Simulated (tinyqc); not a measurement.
Ballistic Schottky-barrier transistor with a two-dimensional channel, WKB contacts: one step of the calculation.

Source Fermi level 0, drain Fermi level -Vd. Far from the contacts Ec = pn - psi, and the gate moves psi one to one; the band edges relax as exp(-x/lam) from pn at the source and pn - Vd at the drain; Ev = Ec - Eg. A carrier of energy w inside the channel band meets at a contact a barrier of height D (the contact edge beyond the channel edge): T = 1 for w >= D, else exp(-S), S = 4 lam sqrt(m/C) [sqrt(D - w) - sqrt(w) arctan sqrt((D - w)/w)], C = hbar^2/(2 m0). The two contacts combine as Ts Td/(Ts + Td - Ts Td).

Problem. Current of the holes on a coarse grid. I/W = g (2 q^2/h) int T(w) [N(Es + w) - N(Ed + w)] dw with w the energy of motion along the channel, N(y) = (1/2 pi) sqrt(pi m kB T/C) Fm(-y/kB T), Fm(x) = (1/sqrt(pi)) int_0^infinity u^(-1/2)/(1 + exp(u - x)) du. Electrons: Ds = psi, Dd = psi - Vd, Es = Ec, Ed = Ec + Vd. Holes: Ds = -psi, Dd = Vd - psi, Es = -Ev, Ed = -Ev - Vd. The size of each current is taken; both flow from drain to source and add. Simpson's rule on nE equally spaced w from 0 to wm.

Parameters, values chosen for the exercise; channel values close to those of a molybdenum disulphide layer:
- T = 300 K (temperature)
- Eg = 1.7 eV (band gap)
- pn = 0.48 eV (barrier for electrons at both contacts)
- mp = 0.6 m0 (hole mass)
- g = 2 (valleys or subbands)
- lam = 2.6 nm (screening length at the contacts)
- Vd = 0.05 V (drain bias)
- ps = -0.61 V (band shift psi of the channel by the gate)
- wm = 0.84 eV (upper end of the grid)
- nE = 15 (points of the grid)

Constants: q = 1.602176634e-19 C, kB = 1.380649e-23 J/K, hbar = 1.054571817e-34 J s, h = 6.62607015e-34 J s, m0 = 9.1093837015e-31 kg, Vt = kB T/q, hbar^2/(2 m0) = 0.0380998212 eV nm^2. Results are converted to the units shown.

Give: w; Ts; Td; T; size of the supply difference; current.

Solution.

```
point   w (eV)          Ts          Td           T  size of the supply difference (1/um)
0      0.00000  1.0023e-14  2.7452e-15  2.1550e-15                             6.0237e-8
1      0.06000   1.5966e-8   4.6560e-9   3.6048e-9                             5.9143e-9
2      0.12000   2.2548e-6   7.0251e-7   5.3563e-7                            5.8070e-10
3      0.18000   6.6779e-5   2.2317e-5   1.6727e-5                            5.7016e-11
4      0.24000   8.6439e-4   3.1134e-4   2.2895e-4                            5.5981e-12
5      0.30000   0.0064771   0.0025295   0.0018224                            5.4965e-13
6      0.36000    0.032322    0.013791   0.0097611                            5.3967e-14
7      0.42000     0.11613    0.054700    0.038621                            5.2987e-15
8      0.48000     0.31348     0.16552     0.12148                            5.2026e-16
9      0.54000     0.64519     0.39182     0.32236                            5.1081e-17
10     0.60000     0.97755     0.72753     0.71558                            5.0154e-18
11     0.66000      1.0000      1.0000      1.0000                            4.9244e-19
12     0.72000      1.0000      1.0000      1.0000                            4.8350e-20
13     0.78000      1.0000      1.0000      1.0000                            4.7472e-21
14     0.84000      1.0000      1.0000      1.0000                            4.6610e-22
```

current = 4.0804e-14 uA/um

Range of the model: No scattering, image-force lowering, channel charge or band-to-band tunnelling; parabolic kappa overstates S deep in the gap.

Numbers from tinyqc (`OMP_NUM_THREADS=1 python tinyqc.py 2390051 2390052 out.jsonl`; about 0.2 s on one thread of a shared Intel Xeon 2.30GHz).
